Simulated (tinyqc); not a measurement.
Short-channel transistor, virtual-source model with series resistance: two steps of the calculation.

The current per gate width is the charge at the top of the source barrier (the virtual source) times its velocity times a saturation function; al and be are fitting constants of the model. Units: I in uA/um, Rs in ohm um, so I Rs = 1e-6 I Rs in volts; Q in uC/cm^2, so I = 1e-4 Q vx0 Fsat with vx0 in cm/s.

Parameters, values chosen for the exercise: temperature T = 300 K; inversion capacitance Cinv = 1.03 uF/cm^2; velocity at the virtual source vx0 = 1.21e7 cm/s; apparent mobility mu = 390 cm^2/(V s); channel length L = 45 nm; threshold at zero drain voltage VT0 = 0.437 V; drain-induced barrier lowering dl = 0.155 V/V; subthreshold factor n0 = 1.48; growth of n with drain voltage nd = 0.2 1/V; threshold shift (in units of Vt) from weak to strong inversion al = 3.5; sharpness of saturation be = 2; series resistance of each contact Rs = 120 ohm um; gate voltage Vgs = 1.2 V; drain voltage Vds = 1.2 V.

Constants: q = 1.602176634e-19 C, kB = 1.380649e-23 J/K, Vt = kB T/q. Results are converted to the units shown.

Question 1. Current through the series resistance. Intrinsic voltages Vg' = Vgs - I Rs, Vd' = Vds - 2 I Rs. n = n0 + nd Vd', VT = VT0 - dl Vd', Ff = 1/(1 + exp((Vg' - VT + al Vt/2)/(al Vt))), Q = Cinv n Vt ln(1 + exp((Vg' - VT + al Vt Ff)/(n Vt))), Vdsat = (vx0 L/mu)(1 - Ff) + Vt Ff, Fsat = u/(1 + u^be)^(1/be) with u = Vd'/Vdsat, and I(out) = Q vx0 Fsat per width. (Fsat takes the sign of u.) I(new) = I + 0.5 (I(out) - I).

I after iteration 1 = 587.40807 uA/um

Find: Vg'; Vd'; VT; Ff; Q; Vdsat; Fsat; I(out); I after iteration 2.

Answer 1.

Vg' = 1.1295 V
Vd' = 1.0590 V
VT = 0.27285 V
Ff = 4.6887e-5
Q = 0.88236 uC/cm^2
Vdsat = 0.13961 V
Fsat = 0.99142
I(out) = 1058.5 uA/um
I after iteration 2 = 822.95 uA/um

Question 2. What the series resistance costs. n = n0 + nd Vd', VT = VT0 - dl Vd', Ff = 1/(1 + exp((Vg' - VT + al Vt/2)/(al Vt))), Q = Cinv n Vt ln(1 + exp((Vg' - VT + al Vt Ff)/(n Vt))), Vdsat = (vx0 L/mu)(1 - Ff) + Vt Ff, Fsat = u/(1 + u^be)^(1/be) with u = Vd'/Vdsat, and I = Q vx0 Fsat per width. I0 is the current for Rs = 0. Effective velocity I/Q; transit time L Q/I.

converged I = 980.44817 uA/um
I0 = 1174.8161 uA/um

Give: loss against I0; effective velocity; transit time.

Answer 2.

loss against I0 = 16.54 %
effective velocity = 1.198e7 cm/s
transit time = 0.3758 ps

The carriers leave the virtual source at 99.0 % of vx0: the device is in saturation.

tinyqc, about 0.01 s, one thread, Intel Xeon 2.30GHz (shared host): `OMP_NUM_THREADS=1 python tinyqc.py 2380137 2380138 out.jsonl`
